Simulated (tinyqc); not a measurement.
Donors with valley-orbit split 1s states: sweeps and comparisons. A value that a table varies takes the place of the one given here.

Each donor binds at most one electron, in any of its states. For a site s, W_s = sum over its states of g exp(E/kT), and the ionised share is 1/(1 + W_s exp(eta)), eta = (EF - Ec)/kT; n = Nc F_1/2(eta); neutrality n + NA = ND x (mean ionised share); holes are neglected. Nc from N = 2 (m kB T/(4 pi c))^(3/2) with c = hbar^2/2m0, in 1/angstrom^3; times 1e24 for 1/cm^3, m = md. F_j(eta) = (1/Gamma(j + 1)) integral_0^infinity x^j dx/(1 + exp(x - eta)), which tends to exp(eta) for eta << 0.

Mobility (Caughey-Thomas form): mu = mu0 + (mu1 (T/300)^(-ga) - mu0)/(1 + ((ND + NA)/Nr)^de); rho = 1/(e n mu), e = 1.602176634e-19 C.

Constants: hbar^2/2m0 = 3.80998211 eV angstrom^2; kB = 8.617333262e-05 eV/K.

Inputs chosen for the exercise (near those of P in Si; shifted at random, so the results belong to these values and not to a real crystal):
```
symbol  value               unit        meaning
md      1.051               m0          density-of-states mass of the conduction band
E       (45.6, 34.4, 32.2)  meV         binding energies of 1s(A1), 1s(T2), 1s(E)
g       (2, 6, 4)                       their degeneracies with spin
ND      3.2e+17             1/cm^3      donors
NA      0                   1/cm^3      compensating acceptors, all ionised
T       500                 K
mu0     60                  cm^2/(V s)  mobility at heavy doping
mu1     1407                cm^2/(V s)  mobility at light doping and 300 K
Nr      1e+17               1/cm^3      reference doping
de      0.72                            doping exponent
ga      2.3                             temperature exponent
```

## What the excited states change

The last columns keep only the ground state of each site (g = 2).

Results:
```
T (K)  effective degeneracy    eta  n (1/cm^3)  n, ground states only  ratio
40                     2.31  -7.74    5.71e+14               6.15e+14  0.930
60                     2.99  -5.98    6.13e+15               7.47e+15  0.820
80                     3.75  -5.23    2.00e+16               2.70e+16  0.739
110                    4.81  -4.74    5.21e+16               7.69e+16  0.677
150                    5.94  -4.54    1.01e+17               1.53e+17  0.664
200                    6.97  -4.54    1.56e+17               2.24e+17  0.699
250                    7.72  -4.64    1.98e+17               2.64e+17  0.750
300                    8.27  -4.78    2.27e+17               2.85e+17  0.798
400                    9.05  -5.06    2.63e+17               3.03e+17  0.868
500                    9.56  -5.33    2.82e+17               3.10e+17  0.909
```

The effective degeneracy grows from 2.31 to 9.56. Excited states hold electrons back, so the ratio is never above 1; it is lowest, 0.664, at 150 K of those listed, and 0.798 at 300 K. At low T the excited states empty out, and at high T more donors are ionised (n is 88 % of ND - NA in the last row), so the effect is largest in between.

## Ionisation and resistivity against doping

NA = 0.

Results:
```
ND (1/cm^3)  n (1/cm^3)   n/ND  mu (cm^2/(V s))  rho (ohm cm)  rho at full ionisation
1.0e+14        1.00e+14  1.000              432           144                     144
1.0e+15        1.00e+15  1.000              421          14.8                    14.8
1.0e+16        9.95e+15  0.995              375          1.67                    1.67
3.0e+16        2.96e+16  0.986              324         0.652                   0.643
1.0e+17        9.57e+16  0.957              247         0.264                   0.252
3.0e+17        2.66e+17  0.888              177         0.133                   0.118
1.0e+18        7.40e+17  0.740              120        0.0703                  0.0520
2.0e+18        1.25e+18  0.626               99        0.0504                  0.0316
```

From 1e16 to 1e18 1/cm^3 rho falls by a factor 23.8, not 100: the mobility takes a factor 3.12 and incomplete ionisation 1.35. n/ND is below 0.9 from 3e+17 1/cm^3 on. From a few times 1e18 1/cm^3 on, depending on the dopant, the levels merge with the band, and already below that screening lowers the binding energy, so the last rows understate n.

## Compensation sets the slope of the freeze-out

NA = K ND. The slope energy is -d ln(n T^(-p))/d(1/kT) between 30 and 36 K, with p = 3/4 for K = 0 and p = 3/2 otherwise.

Results:
```
K       n(30 K) (1/cm^3)  n(36 K) (1/cm^3)  slope energy (meV)
0               5.33e+13          2.59e+14               22.38
0.0010          8.65e+12          1.44e+14               39.41
0.010           8.80e+11          2.06e+13               44.68
0.050           1.69e+11          3.98e+12               44.77
0.20            3.56e+10          8.39e+11               44.78
0.50            8.89e+09          2.10e+11               44.78
```

Without acceptors the slope is 22.38 meV, against half the ground-state energy, 22.80; with K = 0.05 it is 44.77 meV, against the full 45.6. The full energy (less a few meV where excited levels lie within a few kT) shows where n is far below NA, since the acceptors then hold EF near the donor level: n(36 K)/NA is 0.45 for K = 0.001 and 0.00025 for K = 0.05; where it is not small, the slope falls short of the full energy.

## What moves the carrier density

All results formed anew. Each row changes one parameter from the base and keeps the others.

Results:
```
case                           eta  n (1/cm^3)  rho (ohm cm)
base                        -5.327   2.822e+17        0.1277
E = (50.6, 34.4, 32.2) meV  -5.330   2.815e+17        0.1281
md = 1.156 m0               -5.455   2.863e+17        0.1259
ND = 6.4e+17 1/cm^3         -4.725   5.144e+17       0.08797
NA = 3.2e+16 1/cm^3         -5.434   2.536e+17        0.1466
T = 530 K                   -5.401   2.861e+17        0.1392
Nr = 2e+17 1/cm^3           -5.327   2.822e+17        0.1024
```

The largest shifts from the base row, up to three for each result and ties (the steps differ in size, so this ranks the rows, not the parameters). eta: ND +0.602, md -0.129, NA -0.107; unchanged at the printed digits by Nr. n (1/cm^3): ND +2.32e+17, NA -2.86e+16, md +4.08e+15; unchanged at the printed digits by Nr. rho (ohm cm): ND -0.0398, Nr -0.0253, NA +0.0189.

Computed by tinyqc, a small Python program: `OMP_NUM_THREADS=1 python tinyqc.py 1682369 1682370 out.jsonl` (the numbers bound the seed that draws the inputs); one thread of a shared host (Intel(R) Xeon(R) Processor @ 2.30GHz), about 0.01 s for the whole set of steps.
